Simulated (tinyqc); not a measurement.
Phonon polaritons: single-oscillator infrared dielectric function of a polar cubic crystal. Computed by tinyqc, a small Python program. Command: `OMP_NUM_THREADS=1 python tinyqc.py 3023653 3023654 out.jsonl infrared walk`. One thread of a shared host (Intel(R) Xeon(R) Processor @ 2.30GHz), about 0.01 s of CPU time with the checks.

One ion pair, charges +Z* and -Z*, in a cell of volume Omega = a^3/4. Frequencies omega are given as wavenumbers (1/cm); eps_s is the static dielectric constant.

Inputs (values chosen for the exercise, modelled on potassium chloride): lattice constant a = 6.29 angstrom; mass M_A = 39.1 u; mass M_B = 35.45 u; omega_TO = 142 1/cm; Born charge Z* = 1.1 e; eps_inf = 2.14.

Structure: rock salt. Free carriers: absent.

Constants: nu for 1 eV/(angstrom^2 u) = 15.6333042 THz; 1 THz = 33.35640952 1/cm; e^2/(4 pi eps_0) = 14.39964548 eV angstrom.

Method. mu = M_A M_B/(M_A + M_B); ionic plasma term W^2 = 4 pi Z*^2 (e^2/(4 pi eps_0))/(Omega mu) in eV/(angstrom^2 u), turned into 1/cm by W = 15.6333042 x 33.35640952 x sqrt(W^2); omega_LO^2 = omega_TO^2 + W^2/eps_inf; eps_s = eps_inf + W^2/omega_TO^2; Szigeti charge 3 Z*/(eps_inf + 2); longitudinal (Callen) charge Z*/eps_inf. Transverse waves without damping obey Q^2 = omega^2 eps(omega), Q = wave vector/(2 pi) in 1/cm: eps_inf omega^4 - (eps_inf omega_LO^2 + Q^2) omega^2 + Q^2 omega_TO^2 = 0.

eps_s = 4.69266

omega_LO = 210.277 1/cm

Branches (1/cm):
```
Q     lower branch  upper branch  Q/sqrt(eps_s)  Q/sqrt(eps_inf)
31           14.27         210.9           14.3             21.2
92           41.43         215.5           42.5             62.9
180          75.42         231.7           83.1            123.0
310         108.14         278.3          143.1            211.9
460         125.07         357.0          212.3            314.4
770         135.82         550.3          355.5            526.4
1500        140.37        1037.3          692.4           1025.4
3100        141.62        2124.8         1431.0           2119.1
```

What follows from these numbers?

The lower branch starts as light slowed by sqrt(eps_s) (0.997 of that line) and ends at 0.997 omega_TO; the upper starts at 1.003 omega_LO and ends at 1.003 of the light line with eps_inf. No branch lies between omega_TO and omega_LO.
